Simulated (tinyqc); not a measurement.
Conduction-band offset of an n-N heterojunction from carrier-profile moments: two steps of the calculation.

Layer 1 (x < 0) accumulates electrons and layer 2 (x > 0) is depleted. Boltzmann statistics. The bands bend down by V1 in layer 1 and up by V2 in layer 2, with V1 + V2 = VD = dE + Vt ln[(N2/Nc2)/(N1/Nc1)].

Inputs (values chosen for the exercise); values of the order of III-V alloys:
```
symbol   value   unit                                      meaning
T          300      K                                  temperature
eps_r     12.6                relative permittivity of both layers
Nc1     4.1e17  cm^-3  density of states of the narrow-gap layer 1
Nc2     7.7e17  cm^-3    density of states of the wide-gap layer 2
dE         0.1     eV                       conduction-band offset
N1      4.9e15  cm^-3                     donor density in layer 1
N2      2.5e16  cm^-3                     donor density in layer 2
si           0  cm^-2                fixed charge at the interface
```

Constants: q = 1.602176634e-19 C, kB = 1.380649e-23 J/K, Vt = kB T/q, eps0 = 8.8541878128e-14 F/cm where lengths are in cm. Results are converted to the units shown.

Task 1. Division of the diffusion potential. Sheet densities from the first integral: Q1 = sqrt((2 eps0 eps_r Vt N1/q)(exp(u1) - u1 - 1)) extra electrons, Q2 = sqrt((2 eps0 eps_r Vt N2/q)(exp(-u2) + u2 - 1)) missing ones, u = V/Vt; neutrality Q1 = Q2 + si. Q1 - Q2 rises steadily with V1, so V1 follows by bisection.

Find: VD; V1; V2; Q1; n at x = 0-; n at x = 0+.

Result 1.

VD = 0.12584 V
V1 = 0.062564 V
V2 = 0.063273 V
Q1 = 1.1750e11 cm^-2
n at x = 0- = 5.5109e16 cm^-3
n at x = 0+ = 2.1627e15 cm^-3

n drops across the interface by 25.5 = (Nc1/Nc2) exp(dE/Vt).

Task 2. Offset from the moments. A C-V profile smears n(x) but keeps its zeroth and first moments: si = -int (N - n) dx, VD = (q/(eps0 eps_r)) int (N - n) x dx, dE = VD - Vt ln[(N2/Nc2)/(N1/Nc1)]. Use the trapezoidal rule on each side.

```
left point  -x (nm)  n in layer 1 (cm^-3)
0                 0            5.51088e16
1               1.4            5.04291e16
2               8.5            3.44168e16
3              24.4            1.91292e16
4              51.5            1.08252e16
5                92            7.16049e15
6               148            5.66354e15
7               221            5.11373e15
8               312            4.94658e15
9               424            4.90730e15
```

```
right point  x (nm)  n in layer 2 (cm^-3)
0                 0            2.16273e15
1              13.5            4.66786e15
2              33.2            1.00248e16
3              56.3            1.64350e16
4              81.8            2.11110e16
5               109            2.34863e16
6               139            2.44912e16
7               169            2.48321e16
8               201            2.49489e16
9               235            2.49856e16
```

Give: si; VD; dE.

Result 2.

si = 6.684e9 cm^-2
VD = 0.1252 V
dE = 0.09938 eV

On these few points dE comes out -0.62 meV from the true 0.1 eV, and si misses by 6.7e9 cm^-2, 5.7 % of Q1.

Computed by the program tinyqc: `OMP_NUM_THREADS=1 python tinyqc.py 2410167 2410168 out.jsonl`, one thread of a shared Intel Xeon 2.30GHz, about 0.1 s for the whole run.
